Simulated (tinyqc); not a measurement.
Length of a molecular wire: coherent transport through a tight-binding bridge. Computed by the program tinyqc. T = Gamma_L Gamma_R |G_1n|^2 with the self-energies of semi-infinite chains.

A uniform bridge between two chains:
```
parameter                       value
site energy (eV)             1.050000
hopping in the bridge (eV)   0.490000
lead hopping (eV)            2.400000
couplings (eV)              0.4, 1.18
E (eV)                      -0.220000
```

Transmission against length:
```
sites           T     ln T
2      1.5781e-02   -4.149
3      3.4251e-03   -5.677
4      7.5776e-04   -7.185
5      1.6837e-04   -8.689
6      3.7445e-05  -10.193
7      8.3295e-06  -11.696
8      1.8530e-06  -13.199
10     9.1701e-08  -16.205
```

Estimate the missing row, sites = 9.

Computed row:
```
sites           T     ln T
9      4.1221e-07  -14.702
```

E lies outside the band of the bridge (|E - e|/2h = 1.296 > 1), so T decays as exp(-beta n) with beta = 2 arccosh(1.296) = 1.5030 a site; the last two rows give 1.5030.
